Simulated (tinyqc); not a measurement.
What moves the tail: Franz-Keldysh effect at a direct gap.

Parabolic bands, vertical transitions, no excitons. For each hole band j: mr = me mj/(me + mj); joint density of states J_j(E) = (mr/c)^(3/2) sqrt(E - Eg)/(2 pi^2), both spins, c = hbar^2/2m0; averaged matrix element |e.p|^2 = m0 Ep/6; alpha_j(E) = 4 pi^2 alpha_f c Ep J_j/(3 nr E) in 1/angstrom (alpha_f the fine-structure constant, listed as alpha among the constants), times 1e8 for 1/cm.

In a field Fd (1 kV/cm = 1e-5 V/angstrom) the electro-optic energy of band j is th = (c (e Fd)^2/mr)^(1/3), and sqrt(E - Eg) in J_j is replaced by pi sqrt(th) [Ai'(b)^2 - b Ai(b)^2] with b = (Eg - E)/th; Ai is the Airy function.

Constants: hbar^2/2m0 = 3.80998211 eV angstrom^2; fine-structure constant alpha = 0.007297352564.

Values chosen for the exercise (near those of GaAs; shifted at random, so the results belong to these values and not to a real crystal): Eg = 1.466 eV (direct gap); me = 0.0672 m0 (electron mass); mhh = 0.477 m0 (heavy-hole mass); mlh = 0.0855 m0 (light-hole mass); Ep = 25.4 eV (Kane energy); nr = 3.58 (refractive index); Fd = 30 kV/cm (uniform field); det = 15 meV (detuning below the gap).

At E = Eg - det.

Results for these values:
```
case  th heavy (meV)  alpha (1/cm)
base          17.989         136.4
```

What happens to each result for Fd = 39 kV/cm, all else kept?

Answer: th heavy rises from 17.989 to 21.428; alpha rises from 136.4 to 201.9.

The same for each parameter in turn:
```
case             th heavy (meV)  alpha (1/cm)
base                     17.989         136.4
Fd = 39 kV/cm            21.428         201.9
det = 25 meV             17.989         34.79
me = 0.0773 m0           17.274         145.9
mlh = 0.1112 m0          17.989         141.1
Ep = 27.9 eV             17.989         149.8
nr = 3.76                17.989         129.8
```

tinyqc: `OMP_NUM_THREADS=1 python tinyqc.py 1650672 1650673 out.jsonl`; about 0.01 s, one thread, shared Intel(R) Xeon(R) Processor @ 2.30GHz.
